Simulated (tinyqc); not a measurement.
Solubility, supersaturation, precipitation and gettering of an impurity in a silicon-like host: one step, computed by the program tinyqc.

The wafer was saturated at T1 and is then held at T.

Problem. Segregation into a layer on one face. k = k_0 exp(E_g/(k_B T)); in equilibrium the bulk keeps C/C0 = 1/(1 + k t_g/w). For a strong sink on one face the slowest diffusion mode has tau_w = 4 w^2/(pi^2 D), and C/C0 is estimated as c_eq + (1 - c_eq)(8/pi^2) sum over odd m up to 99 of exp(-m^2 t/tau_w)/m^2. Precipitation is left out here.

Inputs (values chosen for the exercise, for a model impurity):

| quantity | value | unit |
|---|---|---|
| temperature of saturation T1 | 1225 | K |
| anneal temperature T | 1020 | K |
| anneal time t | 3600 | s |
| wafer thickness w | 775 | micrometre |
| segregation energy E_g | 1 | eV |
| segregation prefactor k_0 | 0.18 | - |
| getter layer thickness t_g | 4.2 | micrometre |

Gettering: segregation gettering in a layer.

D(T) = 9.701048e-08 cm^2/s

Constants: k_B = 8.617333262e-05 eV/K.

Give: segregation coefficient k; equilibrium C/C0; tau_w; mean C/C0 at t.

Solution.

segregation coefficient k = 15712

equilibrium C/C0 = 0.011608

tau_w = 25093 s

mean C/C0 at t = 0.73107

Limited by diffusion: far more is left than the 0.012 that equilibrium would leave.
